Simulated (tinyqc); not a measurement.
From results back to parameters: plasmons of a degenerate electron gas in the random-phase approximation. Five cases, with inputs chosen for the exercise.

Problem. At small q the plasmon follows E = Ep + B q^2 with B = (3/10)(hbar vF)^2/Ep, hbar vF = 2 c kF/m; n and m are hidden.

Zero temperature, parabolic band: kF = (3 pi^2 n)^(1/3), EF = c kF^2/m, Ep^2 = 8 pi c e2 n/(m eb), qTF^2 = 6 pi e2 n/(eb EF), c = hbar^2/2m0, e2 = e^2/(4 pi eps0), n in 1/angstrom^3 (1e-24 per 1/cm^3).

Constants: hbar^2/2m0 = 3.80998211 eV angstrom^2; e^2/(4 pi eps0) = 14.39964547 eV angstrom.

Case 1.

Values chosen (out of a larger set: a free-electron density near that of Al; not measured data): eb = 1 (background dielectric constant).

Ep = 15.5781 eV
B = 3.36101 eV angstrom^2

Case 2.

Values chosen (out of a larger set: mass and background constant near those of GaN; polar phonons, which mix with the plasmon in the real crystal, and the rise of the mass with filling are left out; not measured data): eb = 5.52 (background dielectric constant).

Ep = 91.2488 meV
B = 15.1603 eV angstrom^2

Case 3.

Values chosen (out of a larger set: a free-electron density near that of Li; not measured data): eb = 1 (background dielectric constant).

Ep = 7.97274 eV
B = 2.68844 eV angstrom^2

Case 4.

Values chosen (out of a larger set: mass and background constant near those of InP; polar phonons, which mix with the plasmon in the real crystal, and the rise of the mass with filling are left out; not measured data): eb = 9.53 (background dielectric constant).

Ep = 153.047 meV
B = 93.4001 eV angstrom^2

Case 5.

Values chosen (out of a larger set: a free-electron density near that of Li; not measured data): eb = 1 (background dielectric constant).

Ep = 8.09290 eV
B = 2.70188 eV angstrom^2

Find: hbar vF; kF; n; m.

Solution. hbar vF = sqrt(B Ep/0.3); Ep^2 = (4 e2/(3 pi eb)) kF^2 hbar vF gives kF, then n and m.

Case 1.

hbar vF = 13.21 eV angstrom
kF = 1.734 1/angstrom
n = 1.76e+23 1/cm^3
m = 1.000 m0

Case 2.

hbar vF = 2.147 eV angstrom
kF = 0.05918 1/angstrom
n = 7.00e+18 1/cm^3
m = 0.210 m0

Case 3.

hbar vF = 8.453 eV angstrom
kF = 1.109 1/angstrom
n = 4.61e+22 1/cm^3
m = 1.000 m0

Case 4.

hbar vF = 6.903 eV angstrom
kF = 0.07274 1/angstrom
n = 1.30e+19 1/cm^3
m = 0.080 m0

Case 5.

hbar vF = 8.537 eV angstrom
kF = 1.120 1/angstrom
n = 4.75e+22 1/cm^3
m = 1.000 m0

Computed by tinyqc, one run a case: `OMP_NUM_THREADS=1 python tinyqc.py N N+1 out.jsonl` with N = 1680144, 1680204, 1680251, 1680257, 1680324; one thread of a shared Intel(R) Xeon(R) Processor @ 2.30GHz, about 0.01 s a run at most.
